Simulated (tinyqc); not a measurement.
Out-diffusion of a doped substrate or buried layer into a growing epitaxial film: one step, computed by the program tinyqc.

x is counted from the original substrate surface into the film, whose surface moves as x = v t. Substrate dopant has one diffusivity; the dopant of the film is taken as uniform.

Question. Moving boundary against the simple erfc. For a surface that grows from dopant-free material and loses none by evaporation, with u = x/l and s = G - u: C/C_s = (1/2) [erfc(u) + (1 + 4 G (G + s)) exp(4 G s) erfc(G + s) - (4G/sqrt(pi)) exp(-u^2)]; for large G it tends to (1/2) erfc(u). Early in the growth G = sqrt(v x_s/(4 D)) for the thickness x_s reached so far; rows give C at the interface (u = 0) and at the surface (u = G).

Inputs (values chosen for the exercise, modelled on phosphorus in silicon): substrate concentration C_s = 3.2e+18 1/cm^3; growth rate v = 1.1 um/min; growth temperature T = 1125 C.

Film doping: opposite type.

diffusivity D = 1.951318e-13 cm^2/s

Give: The first stage of growth.

Answer.

The first stage of growth:
```
G     C/C_s at the interface  C at the surface (1/cm^3)  simple erfc there (1/cm^3)  ratio  thickness x_s (nm)
0.10                  0.8240                  2.539e+18                   1.420e+18  1.788           4.257e-02
0.25                  0.6797                  1.757e+18                   1.158e+18  1.518           2.661e-01
0.50                  0.5772                  8.955e+17                   7.672e+17  1.167           1.064e+00
0.75                  0.5381                  4.211e+17                   4.622e+17  0.911           2.395e+00
1.00                  0.5209                  1.817e+17                   2.517e+17  0.722           4.257e+00
1.50                  0.5079                  2.568e+16                   5.423e+16  0.474           9.579e+00
2.00                  0.5037                  2.450e+15                   7.484e+15  0.327           1.703e+01
2.50                  0.5020                  1.541e+14                   6.511e+14  0.237           2.661e+01
3.00                  0.5012                  6.273e+12                   3.534e+13  0.177           3.832e+01
```

Caution: rows with a thickness or a length l = x_s/G below about 1 nm are formal for a continuum model.
